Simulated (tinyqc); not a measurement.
# One-dimensional ballistic tunnel FET, two-band WKB: effect of the screening length

A p-type source for x < 0 with its Fermi level at 0 and its valence edge at ds; in the channel the bands fall as D exp(-x/lam) towards their flat values, with the conduction edge at Ec = ds - dP and D = dP + Eg. The gate moves dP one to one. The drain Fermi level lies at -Vd and the drain side reflects nothing. For w = E - Ec between 0 and dP an electron crosses the gap. Two-band dispersion with equal masses m: inside the gap kappa = sqrt(m u (1 - u/Eg)/C), u the distance from a band edge, C = hbar^2/(2 m0).

S(w) = 2 lam int_0^Eg kappa(u) du/(w + Eg - u) = 2 pi lam sqrt(m/(C Eg)) [w + Eg/2 - sqrt(w (w + Eg))], T(w) = exp(-S). I = g (2 q^2/h) int_0^dP T(w) [f(E) - f(E + Vd)] dw, E = ds - dP + w, f(x) = 1/(1 + exp(x/Vt)). Swing = d(dP)/d(log10 I).

Inputs (values chosen for the exercise); band and dielectric values close to those of indium phosphide: temperature T = 300 K; band gap Eg = 1.33 eV; band-edge mass of the two-band model m = 0.097 m0; source valence edge above the source Fermi level ds = 0.1 eV; drain bias Vd = 0.3 V; number of degenerate subbands (spin apart) g = 2; tunnelling window Ev(source) - Ec(channel) dP = 0.1 eV.

Constants: q = 1.602176634e-19 C, kB = 1.380649e-23 J/K, hbar = 1.054571817e-34 J s, h = 6.62607015e-34 J s, m0 = 9.1093837015e-31 kg, Vt = kB T/q, hbar^2/(2 m0) = 0.0380998212 eV nm^2. Results are converted to the units shown.

Effect of the screening length:
```
lam (nm)  T(w = dP)     I (uA)  swing (mV/decade)
1           0.03463    0.03488              68.80
2          0.001199   5.775e-4              58.78
3          4.154e-5   1.153e-5              50.47
4          1.439e-6   2.626e-7              43.74
5          4.983e-8   6.549e-9              38.31
6          1.726e-9  1.741e-10              33.92
7         5.977e-11  4.842e-12              30.34
8         2.070e-12  1.393e-13              27.38
```

What does the comparison show?

I falls from 0.0349 to 1.39e-13 uA, on average 1.63 decades a nanometre; S is proportional to lam, and at w = dP it gives 1.46. The swing falls from 68.8 to 27.4 mV/decade.

Numbers from tinyqc (`OMP_NUM_THREADS=1 python tinyqc.py 2620004 2620005 out.jsonl`; about 0.01 s on one thread of a shared Intel Xeon 2.30GHz).
